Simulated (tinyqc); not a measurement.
How errors in the targets pass to the parameters: fitting sp3s* parameters to three gaps by Newton steps.

J:
```
            Vss    Vsapc     Vpaxc
Gamma  -0.83455  0.00000   0.00000
X       0.00000  0.29125   0.00000
L      -0.16689  0.26878  -0.10580
```

The gaps at Gamma, X and L of an sp3s* model are fitted with Vss, Vsapc and Vpaxc; J holds the derivatives of the gaps by these parameters at the start. The change of each parameter for +10 meV on one target is 10 J^-1, in meV.

Shifts (meV):
```
target raised    Vss  Vsapc  Vpaxc
Gamma          -12.0    0.0   18.9
X                0.0   34.3   87.2
L                0.0    0.0  -94.5
```

root sum of squares (meV): Vss 12.0, Vsapc 34.3, Vpaxc 130.0

What can be read from this table?

Independent errors of 10 meV leave Vpaxc least certain (130 meV) and Vss best fixed (12.0 meV). The largest single entry, 95 meV, comes from the target at L.

(tinyqc, `OMP_NUM_THREADS=1 python tinyqc.py 1452732 1452733 out.jsonl`, Intel(R) Xeon(R) Processor @ 2.30GHz, 1 thread, shared host, about 0.1 s.)
